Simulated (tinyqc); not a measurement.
The mobility curve: inversion-layer mobility, back-scattering and ballistic limit of a field-effect transistor. Computed by tinyqc, a small Python program. Command: `OMP_NUM_THREADS=1 python tinyqc.py 3004586 3004587 out.jsonl mos walk`. One thread of a shared host (Intel(R) Xeon(R) Processor @ 2.30GHz), about 0.01 s of CPU time with the checks.

The charge at the top of the source barrier is fixed by the gate; series resistance and short-channel effects are left out. F_j are Fermi integrals normalised to exp(eta) in the classical limit.

Inputs (values chosen for the exercise, modelled on a 4H-SiC n-channel): weight w of the inversion charge = 0.5; permittivity eps = 9.7; phonon mobility at 1 MV/cm and 300 K, mu_ph = 99 cm^2/(V s); roughness mobility at 1 MV/cm, mu_sr = 51 cm^2/(V s); Coulomb mobility at N_inv = 1e12/cm^2, mu_C = 39 cm^2/(V s); electrical oxide thickness t_inv = 4.2 nm; depletion charge N_dep = 8.7e+11 1/cm^2; temperature T = 300 K.

Statistics at the top of the barrier: Fermi-Dirac.

Constants: eps_0 = 8.8541878128e-12 F/m; e = 1.602176634e-19 C.

Method. N_inv = 3.9 eps_0 (V_G - V_T)/(e t_inv); effective field E_eff = e (N_dep + w N_inv)/(eps eps_0). mu_phonon = mu_ph (E_eff/1 MV/cm)^(-0.3) (T/300 K)^(-1.75); mu_rough = mu_sr (E_eff/1 MV/cm)^(-2); mu_Coulomb = mu_C (N_inv/1e12 cm^-2) (T/300 K); Matthiessen's rule adds 1/mu.

Mobilities (cm^2/(V s)):
```
V_G - V_T (V)  N_inv (1/cm^2)  E_eff (MV/cm)  phonon  roughness  Coulomb   total
0.03               1.5395e+11        0.17666  166.53     1634.2     6.00   5.775
0.06               3.0790e+11        0.19102  162.67     1397.8    12.01  11.094
0.12               6.1579e+11        0.21973  155.98     1056.3    24.02  20.409
0.20               1.0263e+12        0.25803  148.64      766.0    40.03  30.288
0.35               1.7961e+12        0.32982  138.09      468.8    70.05  42.281
0.50               2.5658e+12        0.40162  130.16      316.2   100.07  47.988
0.75               3.8487e+12        0.52128  120.37      187.7   150.10  49.266
1.00               5.1316e+12        0.64094  113.13      124.1   200.13  45.681
1.50               7.6974e+12        0.88026  102.86       65.8   300.20  35.403
```

What does the comparison show, and why?

The lowest part is Coulomb from 0.0300 to 0.500, phonon from 0.750 to 1.00, roughness at 1.50 V. The total peaks at 49 near E_eff = 0.52 MV/cm: screening lifts it at low density and the field presses it down at high density.

Extremes, crossings and ranges named in words are read from the listed rows.
